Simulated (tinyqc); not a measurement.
Quasi-harmonic thermal expansion with mode Grueneisen parameters: one step, computed by the program tinyqc. Command: `OMP_NUM_THREADS=1 python tinyqc.py 3030980 3030981 out.jsonl qha walk`. One thread of a shared host (Intel(R) Xeon(R) Processor @ 2.30GHz), about 0.02 s of CPU time with the checks.

A crystal with two atoms a cell; per atom there are 1 transverse acoustic (TA), 1/2 longitudinal acoustic (LA) and 3/2 optical (O) modes. Every frequency of group i scales as nu_i (V/V0)^(-gamma_i). Each group has one frequency. Static energy: E = (9 V0 B0/16) [y^3 B' + y^2 (2 - 4 y)], y = (V0/V)^(2/3) - 1, with pressure P_s = (3 B0/2) (z^7 - z^5) [1 + (3/4)(B' - 4)(z^2 - 1)], z = (V0/V)^(1/3).

Task: Mode groups at the static volume. For a mode with x = h nu/(k_B T), n = 1/(exp(x) - 1): U = h nu (n + 1/2), C/k_B = x^2 n (n + 1); U_i and C_i sum these over group i with its weight per atom. Phonon pressure P_ph = sum_i gamma_i U_i/V.

Inputs (values chosen for the exercise, for a model crystal):
```
quantity                       value             unit
static volume V0                19.3  angstrom^3/atom
frequency nu_TA                 3.81              THz
frequency nu_LA                 9.68              THz
frequency nu_O                  11.2              THz
Grueneisen parameter gamma_TA   -1.5                -
Grueneisen parameter gamma_LA    0.9                -
Grueneisen parameter gamma_O     1.8                -
temperature T                    120                K
```

Acoustic groups: Einstein.

Constants: h x 1 THz = 4.135667696 meV; k_B = 8.617333262e-05 eV/K; 1 eV/angstrom^3 = 160.2176634 GPa.

Give: Groups; phonon pressure at V0.

Result:

Groups:
```
group  h nu_i/(k_B T)  U_i (meV)  C_i (k_B)  gamma_i C_i (k_B)
TA             1.5238     12.268    0.82706            -1.2406
LA             3.8714     10.434    0.16280            0.14652
O              4.4793     35.537    0.34921            0.62858
```

phonon pressure at V0 = 0.45620 GPa
